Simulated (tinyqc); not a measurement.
Comparisons within one model: tunnelling through a thin dielectric with one trap, as a tight-binding chain. A value that a table varies takes the place of the one given here.

Hopping -t everywhere, t = c/(m a^2), c = hbar^2/2m0; lead sites at 2t (band bottom 0), barrier sites 1 to N at 2t + phi, and site j has U besides. No voltage. Leads give S = -t exp(ika) on sites 1 and N, cos(ka) = 1 - E/(2t). T = (2 t sin(ka))^2 |G_1N|^2, G = (E - H - S)^-1. In the barrier cosh(q a) = 1 + (phi - E)/(2t).

Resonance: the lowest eigenvalue of H + S(E), iterated until its real part equals E (40 rounds from Eb = phi + 2t - sqrt(4t^2 + U^2), the level in an endless barrier). With v the normalised squared amplitudes of that state, Gamma_L = 2 t sin(ka) v_1, Gamma_R = 2 t sin(ka) v_N; Breit-Wigner T = Gamma_L Gamma_R/((E - Er)^2 + (Gamma_L + Gamma_R)^2/4).

Constants: hbar^2/2m0 = 3.80998211 eV angstrom^2.

Inputs chosen for the exercise (barrier and mass of the size used for Al2O3 on silicon; the results hold for these values, not for the real material): a = 2 angstrom (site spacing); m = 0.3 m0 (mass, the same in leads and barrier); phi = 2.02 eV (conduction edge of the barrier above that of the leads); N = 11 (barrier sites); j = 8 (site of the trap); U = -4.29 eV (extra energy on the trap site); E = 0.78 eV (electron energy).

## Transmission around the level

Er = 0.69872 eV

widths (meV): left 0.34570, right 54.962

Energies Er + x (Gamma_L + Gamma_R).

T:

| x | E (eV) | chain | Breit-Wigner | no trap |
|---|---|---|---|---|
| -8.0 | 0.2563 | 9.90e-06 | 9.67e-05 | 2.14e-07 |
| -3.0 | 0.5328 | 0.000320 | 0.000672 | 1.27e-06 |
| -1.0 | 0.6434 | 0.00399 | 0.00497 | 2.40e-06 |
| -0.5 | 0.6711 | 0.0112 | 0.0124 | 2.81e-06 |
| 0.0 | 0.6987 | 0.0248 | 0.0248 | 3.28e-06 |
| 0.5 | 0.7264 | 0.0143 | 0.0124 | 3.83e-06 |
| 1.0 | 0.7540 | 0.00656 | 0.00497 | 4.47e-06 |
| 3.0 | 0.8646 | 0.00147 | 0.000672 | 8.33e-06 |
| 8.0 | 1.1412 | 0.000728 | 9.67e-05 | 4.10e-05 |

What can be read from the table?

At Er the chain gives 0.0248, 7.56e+03 times the value without trap, and Breit-Wigner 0.0248. In the wings the single pole gives 9.76 times the chain value at x = -8 and 0.133 times at x = 8, because the widths and the level shift change with energy.

## Where a trap does most harm

The trap is moved through the barrier. The area under the resonance, 2 pi Gamma_L Gamma_R/(Gamma_L + Gamma_R), sets the current through it.

Against position:

| j | Er (eV) | Gamma_L (meV) | Gamma_R (meV) | peak | area (meV) |
|---|---|---|---|---|---|
| 3 | 0.6707 | 188 | 0.0884 | 0.00188 | 0.555 |
| 4 | 0.6987 | 55.0 | 0.346 | 0.0248 | 2.16 |
| 5 | 0.7045 | 15.7 | 1.25 | 0.273 | 7.26 |
| 6 | 0.7056 | 4.43 | 4.43 | 1.00 | 13.9 |
| 7 | 0.7045 | 1.25 | 15.7 | 0.273 | 7.26 |
| 8 | 0.6987 | 0.346 | 55.0 | 0.0248 | 2.16 |
| 9 | 0.6707 | 0.0884 | 188 | 0.00188 | 0.555 |

How do the results move?

The area is largest at j = 6 (13.9 meV) and 25.1 times smaller at j = 3: the slower of the two steps limits the current, so traps in the middle carry most. Each site towards a lead multiplies its width by about 3.53, close to exp(2 q a) = 3.54 at Eb.

## Direct against trap-assisted paths

N odd, the trap in the middle, j = (N + 1)/2. Direct T is that without trap at the energy Er; area = 2 pi Gamma_L Gamma_R/(Gamma_L + Gamma_R). The exponents are the slopes of the logarithms between the last two rows, per angstrom.

Against thickness:

| N | N a (angstrom) | Er (eV) | direct T | area (meV) |
|---|---|---|---|---|
| 5 | 10.0 | 0.6164 | 0.00521 | 556 |
| 7 | 14.0 | 0.6888 | 0.000505 | 170 |
| 9 | 18.0 | 0.7025 | 4.22e-05 | 49.0 |
| 11 | 22.0 | 0.7056 | 3.41e-06 | 13.9 |
| 13 | 26.0 | 0.7064 | 2.73e-07 | 3.94 |
| 15 | 30.0 | 0.7066 | 2.17e-08 | 1.11 |
| 17 | 34.0 | 0.7066 | 1.73e-09 | 0.314 |

exponents (1/angstrom): direct 0.6325, through the trap 0.3162

What can be read from the table?

The direct path falls as exp(-0.632 d) and the path through a central trap as exp(-0.316 d), 2.00 times more slowly, since each step crosses half the layer. From 5 to 17 sites the first loses 6.5 decades and the second 3.2: in thicker layers even few traps rule the leakage. Inelastic capture with phonons is left out.

## What each parameter does

Resonance and log10 T at E. Each row changes one parameter from the base and keeps the others.

Results:

| case | Er (eV) | Gamma_L (meV) | Gamma_R (meV) | log10 T |
|---|---|---|---|---|
| base | 0.6987 | 0.3457 | 54.96 | -2.415 |
| m = 0.276 m0 | 0.7878 | 0.6590 | 72.85 | -1.482 |
| phi = 2.12 eV | 0.8007 | 0.3537 | 56.12 | -1.823 |
| N = 12 | 0.7046 | 0.3517 | 15.67 | -2.851 |
| j = 7 | 0.7045 | 1.247 | 15.66 | -2.318 |
| U = -4.161 eV | 0.7717 | 0.4330 | 60.03 | -1.562 |

How do the results move?

The largest shifts from the base row, up to three for each result and ties (the steps differ in size, so this ranks the rows, not the parameters). Er (eV): phi +0.1020, m +0.0890, U +0.0730. Gamma_L (meV): j +0.901, m +0.313, U +0.0873. Gamma_R (meV): j -39.3, N -39.3, m +17.9. log10 T: m +0.933, U +0.853, phi +0.592.

(tinyqc, `OMP_NUM_THREADS=1 python tinyqc.py 1451811 1451812 out.jsonl`, Intel(R) Xeon(R) Processor @ 2.30GHz, 1 thread, shared host, about 0.07 s.)
